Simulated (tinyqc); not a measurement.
Electron counts at which the sphere reaches the zone: Brillouin zone and empty-lattice bands of the sc structure.

Primitive vectors a (1,0,0), a (0,1,0), a (0,0,1); one atom. Reciprocal vectors obey a_i.b_j = 2 pi delta_ij; k is given in units of 2 pi/a. Empty-lattice levels are c0 (2 pi/a)^2 |k + G|^2, c0 = hbar^2/2m0. Points: X = (0.5, 0, 0), M = (0.5, 0.5, 0), R = (0.5, 0.5, 0.5).

Constants: hbar^2/2m0 = 3.80998211 eV angstrom^2.
Parameters, chosen for this exercise: a = 4.347 angstrom (lattice constant).

Z = V kF^3/(3 pi^2), V the volume of the primitive cell, with kF = |k| of each point.

Results:
```
point  |k| (2 pi/a)  Z per atom  EF there (eV)
X            0.5000       1.047          1.990
M            0.7071       2.962          3.980
R            0.8660       5.441          5.970
```

The sphere first touches the zone at X, for Z = 1.047, and covers it at R, for Z = 5.441, while the zone itself holds 2 electrons per atom. These counts do not depend on a.

Computed by tinyqc, a small Python program: `OMP_NUM_THREADS=1 python tinyqc.py 1850508 1850509 out.jsonl` (the numbers bound the seed that draws the inputs); one thread of a shared host (Intel(R) Xeon(R) Processor @ 2.30GHz), about 0.01 s for the whole set of steps.
